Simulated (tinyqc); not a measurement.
# Fully depleted semiconductor-on-insulator film with two gates, non-linear Poisson equation by Newton steps, step by step

Computed by the program tinyqc: `OMP_NUM_THREADS=1 python tinyqc.py 2190173 2190174 out.jsonl`, one thread of a shared Intel Xeon 2.30GHz, about 0.4 s for the whole run. Printed values are rounded.

One dimension across the film, front interface at x = 0, back interface at x = ts. psi is counted from the intrinsic level, n = ni exp(psi/Vt) (source grounded), holes neglected, acceptors ionised. Gates act through Cox = eps0 eox/tox and Cbox = 3.9 eps0/tb with potentials G1 = Vg - (phiM - chi - Vt ln(Nc/ni)) and G2 = Vb - (phiB - chi - Vt ln(Nc/ni)). Classical Boltzmann densities, no interface charge, no depletion in the back plane.

Values chosen for this exercise; band and dielectric values close to those of In0.53Ga0.47As: temperature T = 250 K; band gap Eg = 0.742 eV; relative permittivity eps_r = 14; conduction-band density of states at T Nc = 1.61e17 cm^-3; valence-band density of states at T Nv = 5.96e18 cm^-3; electron affinity chi = 4.55 eV; relative permittivity of the gate insulator (close to silicon nitride) eox = 7.45; insulator thickness tox = 2.1 nm; film thickness ts = 9.4 nm; buried-oxide thickness (eps_r 3.9) tb = 130 nm; acceptor density of the film Na = 1e15 cm^-3; work function of the front gate phiM = 5.07 eV; work function of the back plane phiB = 5.05 eV; back-gate voltage Vb = 1.6 V; front-gate voltage Vg = 0.33 V.

Constants: q = 1.602176634e-19 C, kB = 1.380649e-23 J/K, Vt = kB T/q, eps0 = 8.8541878128e-14 F/cm where lengths are in cm. Results are converted to the units shown.

## Capacitances and gate potentials

ni = sqrt(Nc Nv) exp(-Eg/(2 Vt)), Eg in volts; Cox, Cbox, G1, G2 as defined; Cs = eps0 eps_r/ts; a = eps0 eps_r/h with h = ts/7; coupling ratio of a depleted film Cs Cbox/(Cox (Cs + Cbox)).

ni = 3.25091e10 cm^-3
Cox = 3.14113 uF/cm^2
Cbox = 0.0265626 uF/cm^2
Cs = 1.31871 uF/cm^2
a = 9.23096 uF/cm^2
G1 = 0.142099 V
G2 = 1.43210 V
coupling ratio = 0.00828940

## Iteration 1: density, residual and Jacobian diagonal

psi at the start, node 0 to 7 (V): [0.09, 0.09, 0.09, 0.09, 0.09, 0.09, 0.09, 0.09]

Nodes 0 to 7, h = ts/7, box widths w = h (h/2 at both ends), a = eps0 eps_r/h. F_i = a (psi_(i+1) - 2 psi_i + psi_(i-1)) - q w_i (n_i + Na); F_0 = a (psi_1 - psi_0) + Cox (G1 - psi_0) - q w_0 (n_0 + Na); F_7 = a (psi_6 - psi_7) + Cbox (G2 - psi_7) - q w_7 (n_7 + Na). Diagonal b_i = -2 a - q w_i n_i/Vt, with -a - Cox and -a - Cbox in place of -2 a at the ends.

n, node 0 to 7 (cm^-3): [2.11995e12, 2.11995e12, 2.11995e12, 2.11995e12, 2.11995e12, 2.11995e12, 2.11995e12, 2.11995e12]
residual F, node 0 to 7 (C/cm^2): [1.63639e-7, -2.15606e-11, -2.15606e-11, -2.15606e-11, -2.15606e-11, -2.15606e-11, -2.15606e-11, 3.56388e-8]
diagonal b, node 0 to 7 (F/cm^2): [-1.23721e-5, -1.84619e-5, -1.84619e-5, -1.84619e-5, -1.84619e-5, -1.84619e-5, -1.84619e-5, -9.25753e-6]

## Iteration 1: Newton step

Solve a d_(i-1) + b_i d_i + a d_(i+1) = -F_i for all nodes. If the largest |d| exceeds 4 Vt, the whole step is scaled down so that it equals 4 Vt.

Newton step d, before damping, node 0 to 7 (V): [0.0626569, 0.0662507, 0.0698469, 0.0734454, 0.0770463, 0.0806495, 0.0842551, 0.0878631]
psi after iteration 1, node 0 to 7 (V): [0.151452, 0.154977, 0.158504, 0.162033, 0.165565, 0.169099, 0.172635, 0.176173]

## Iteration 2: density, residual and Jacobian diagonal

As before.

n, node 0 to 7 (cm^-3): [3.67401e13, 4.32709e13, 5.09680e13, 6.00407e13, 7.07359e13, 8.33453e13, 9.82130e13, 1.15745e14]
residual F, node 0 to 7 (C/cm^2): [3.14673e-9, -1.16244e-12, -1.32057e-12, -1.50830e-12, -1.73093e-12, -1.99474e-12, -2.30713e-12, 6.84261e-10]
diagonal b, node 0 to 7 (F/cm^2): [-1.23721e-5, -1.84620e-5, -1.84620e-5, -1.84620e-5, -1.84620e-5, -1.84620e-5, -1.84620e-5, -9.25758e-6]

## Iteration 2: Newton step

As before.

Newton step d, before damping, node 0 to 7 (in units of 1e-3 V): [1.20198, 1.27010, 1.33836, 1.40676, 1.47534, 1.54412, 1.61313, 1.68240]
psi after iteration 2, node 0 to 7 (V): [0.152654, 0.156247, 0.159842, 0.163440, 0.167040, 0.170643, 0.174248, 0.177856]

## Course of the Newton iteration

Stop when the largest undamped |d| is below 1e-9 V, or after 80 iterations.

Course of the iteration:
```
iteration  largest |F| (C/cm^2)  largest |d| (V)
1                       1.64e-7           0.0879
2                       3.15e-9          1.68e-3
3                      6.07e-15          2.02e-8
4                       < 1e-19          < 1e-14
```

Converged in 4 iterations.

## Electron sheet density, centroid and oxide fields

converged psi, node 0 to 7 (V): [0.152654, 0.156247, 0.159842, 0.163440, 0.167040, 0.170643, 0.174248, 0.177856]

n_i = ni exp(psi_i/Vt); N_inv = sum w_i n_i with w = ts/7, halved at the ends; centroid sum w n x/N_inv; fields (G1 - psi_0)/tox and (G2 - psi_7)/tb.

n, node 0 to 7 (cm^-3): [3.88482e13, 4.58986e13, 5.42347e13, 6.40921e13, 7.57498e13, 8.95383e13, 1.05849e14, 1.25146e14]
N_inv = 6.94741e7 cm^-2
centroid = 5.63359 nm
field in the front oxide = -0.0502613 MV/cm
field in the buried oxide = 0.0964803 MV/cm

The centroid lies at 0.60 of the film, so the electrons fill the film, with n at the back 3.22 times that at the front. A 400-interval mesh gives N_inv = 6.931e7 cm^-2; this mesh is 0.23 % above it.
